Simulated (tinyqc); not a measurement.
A longer run and its error bar: q-state Potts model on a small periodic square lattice: enumeration, Metropolis, heat-bath and Wolff steps. Computed by tinyqc, a small Python program. Command: `OMP_NUM_THREADS=1 python tinyqc.py 3110892 3110893 out.jsonl potts walk`. One thread of a shared host (Intel(R) Xeon(R) Processor @ 2.30GHz), about 0.1 s of CPU time with the checks.

E = -J x (number of nearest-neighbour bonds with equal states); n x n sites with periodic edges have 2 n^2 bonds. Order parameter m = (q f - 1)/(q - 1), f being the largest share of one state. Sites are numbered row by row from 0. Here q = 3 and n = 3.

Inputs (values chosen for the exercise, for a model of domains or grain orientations):

| quantity | value | unit |
|---|---|---|
| number of states q | 3 | - |
| edge n | 3 | - |
| coupling J | 44 | meV |
| temperature T | 420 | K |
| seed | 397249 | - |

Update: heat bath.

Constants: k_B = 8.617333262e-05 eV/K.

Method:
- K = J/(k_B T); the infinite square lattice orders at K_c = ln(1 + sqrt(q)); Wolff bond probability p = 1 - exp(-K).
- All q^(n^2) states are counted by their number b of equal bonds; weights g(b) exp(K b), K = J/(k_B T). Per site: u = -J <b>/n^2, c/k_B = K^2 (<b^2> - <b>^2)/n^2.
- ln Z = ln sum g(b) exp(K b); entropy per site s/k_B = (ln Z - K <b>)/n^2.
- After 400 updates are discarded, b is recorded for 4000 sweeps of n^2 steps of the update named (random numbers not printed, so these rows are one sample). Records are averaged in blocks; the error is the scatter of block means over sqrt(number of blocks), and the last column its square over that for single records.

start states:
```
   1  2  3
1  2  2  2
2  0  1  0
3  1  0  2
```

K = 1.21571

<b> = 17.1376

Blocking:

| block length | mean b | error | variance ratio |
|---|---|---|---|
| 1 | 17.2495 | 0.029617 | 1.0000 |
| 4 | 17.2495 | 0.044830 | 2.2912 |
| 16 | 17.2495 | 0.058217 | 3.8638 |
| 40 | 17.2495 | 0.056293 | 3.6127 |
| 100 | 17.2495 | 0.058378 | 3.8852 |

The run gives 17.250 +/- 0.056 (blocks of 40) against the exact 17.138, a difference of 2.0 error bars. Single records understate the error by a factor of about 1.9, because successive records are correlated.

Extremes, crossings and ranges named in words are read from the listed rows.
